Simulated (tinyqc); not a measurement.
Floating body of a partially depleted SOI transistor: body voltage and kink: two steps of the calculation.

Source at 0 V. Channel current Ic = 2 nf K Vt^2 [F(0) - F(Vd)](1 + la Vd), F(V) = ln^2(1 + exp((Vg - VT - nf V)/(2 nf Vt))), VT = VT0 - gb Vb. Saturation voltage Vs = 2 Vt sqrt(F(0)) + 3 Vt, excess Ve = (Vd - Vs + sqrt((Vd - Vs)^2 + 0.0004 V^2))/2, multiplication M1 = Ai Ve exp(-Bl/Ve). Each junction passes D(v) = J1 (exp(v/Vt) - 1) + J2 (exp(v/(2 Vt)) - 1). Bipolar current Ib = bb J1 (exp(Vb/Vt) - 1). The body settles where M1 (Ic + Ib) = D(Vb) + D(Vb - Vd) + Vb/Rb; drain current Id = (1 + M1)(Ic + Ib) - D(Vb - Vd).

Values chosen for this exercise; values of the order met in partially depleted silicon-on-insulator transistors: temperature T = 330 K; threshold at zero body voltage VT0 = 0.36 V; fall of the threshold per volt of body voltage gb = 0.21; slope factor nf = 1.49; gain factor per width K = 140 uA/(V^2 um); channel-length modulation factor la = 0.02 1/V; impact-ionisation prefactor Ai = 1.76 1/V; impact-ionisation voltage Bl = 7.5 V; diffusion saturation current of each junction J1 = 1.1e-11 uA/um; recombination saturation current of each junction J2 = 1.2e-8 uA/um; gain of the lateral bipolar transistor on the diffusion current bb = 0.5; resistance of a weak body tie to the source (1e9 stands for no tie, and the term is then dropped) Rb = 4000 kohm um; gate voltage Vg = 0.91 V; drain voltage Vd = 1.4 V.

Constants: q = 1.602176634e-19 C, kB = 1.380649e-23 J/K, Vt = kB T/q. Results are converted to the units shown.

Question 1. New Vb. Current into the body I_in = M1 (Ic + Ib) - D(Vb - Vd), current out I_out = D(Vb) + Vb/Rb; f = ln(I_in/I_out), s = df/dVb by central differences over 1e-5 V, Vb(new) = Vb - f/s.

Vb after iteration 1 = 0.033991654 V

Wanted: Ic; Ve; M1; I_in; I_out; f; s; Vb after iteration 2.

Answer 1.

Ic = 15.00 uA/um
Ve = 0.9408 V
M1 = 5.713e-4
I_in = 0.008567 uA/um
I_out = 0.008498 uA/um
f = 0.008132
s = -30.01 1/V
Vb after iteration 2 = 0.03426 V

Question 2. Drain current with floating and with grounded body. Id and VT at the converged Vb, Id at Vb = 0, their ratio, and the bipolar share Ib/(Ic + Ib).

converged Vb = 0.034263712 V

Wanted: VT; Id, floating; Id, grounded; ratio; bipolar share.

Answer 2.

VT = 0.3528 V
Id, floating = 15.01 uA/um
Id, grounded = 14.62 uA/um
ratio = 1.026
bipolar share = 8.567e-11 %

The body rises to 0.0343 V and lowers the threshold by 7.20 mV.

Range of the model: The multiplication law is an empirical form chosen for the exercise; self-heating and capacitive coupling to the body are left out, and the linear laws are rough once Vb passes about 0.7 V or M1 about 0.1.

Computed by the program tinyqc: `OMP_NUM_THREADS=1 python tinyqc.py 2182122 2182123 out.jsonl`, one thread of a shared Intel Xeon 2.30GHz, about 0.2 s for the whole run.
